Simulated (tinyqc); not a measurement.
How the errors depend on the field: Haynes-Shockley experiment: drift, diffusion and decay of a minority-carrier pulse. Computed by tinyqc, a small Python program. Command: `OMP_NUM_THREADS=1 python tinyqc.py 3110533 3110534 out.jsonl haynes walk`. One thread of a shared host (Intel(R) Xeon(R) Processor @ 2.30GHz), about 0.01 s of CPU time with the checks.

A thin sheet of excess carriers is made at x = 0, t = 0 in a long uniform bar; injection is low, so the pulse moves with the minority mobility.

Inputs (values chosen for the exercise, modelled on electrons in p-type germanium in a lightly doped bar):

| quantity | value | unit |
|---|---|---|
| minority mobility mu | 4260 | cm^2/(V s) |
| lifetime tau | 170 | microsecond |
| temperature T | 300 | K |
| field F | 10 | V/cm |
| distance d to the collector | 0.79 | cm |
| injected sheet density N0 | 3.8e+10 | 1/cm^2 |

Constants: k_B = 8.617333262e-05 eV/K.

Method:
- D = mu k_B T/e, v = mu F.
- Transit time d/v, diffusion length sqrt(D tau), drift length v tau, Peclet number v d/D = e F d/(k_B T).
- dn(x, t) = N0/sqrt(4 pi D t) exp(-(x - v t)^2/(4 D t) - t/tau).
- At fixed x the signal peaks where d ln(dn)/dt = 0: a t^2 + t/2 - x^2/(4 D) = 0 with a = v^2/(4 D) + 1/tau.
- The full width at half maximum is found by solving dn(x, t) = peak/2 on both sides of the peak.
- With w that width: mu = d/(F t_p); D = (w d)^2/(16 ln2 t_p^3). The field is scaled by the factors listed.

D = 110.130 cm^2/s

Errors of the simple reading:

| factor | F (V/cm) | v d/D | v^2 tau/(4 D) | error of mu (%) | error of D (%) |
|---|---|---|---|---|---|
| 0.5 | 5 | 152.8 | 175 | 0.94179 | 1.1119 |
| 0.7 | 7 | 213.9 | 343 | 0.61417 | 0.7939 |
| 1.0 | 10 | 305.6 | 700 | 0.39914 | 0.5554 |
| 1.5 | 15 | 458.4 | 1576 | 0.25012 | 0.3700 |
| 2.5 | 25 | 764.0 | 4377 | 0.14240 | 0.2219 |
| 4.0 | 40 | 1222.3 | 11205 | 0.08631 | 0.1386 |
| 7.0 | 70 | 2139.1 | 34316 | 0.04822 | 0.0792 |

What does the comparison show, and why?

The error of mu falls from 0.942 to 0.0482 %. For large v d/D it is about D/(v d) + 2 D/(v^2 tau), here 0.0482 % in the last row: one part from spreading, one from recombination.

Extremes, crossings and ranges named in words are read from the listed rows.
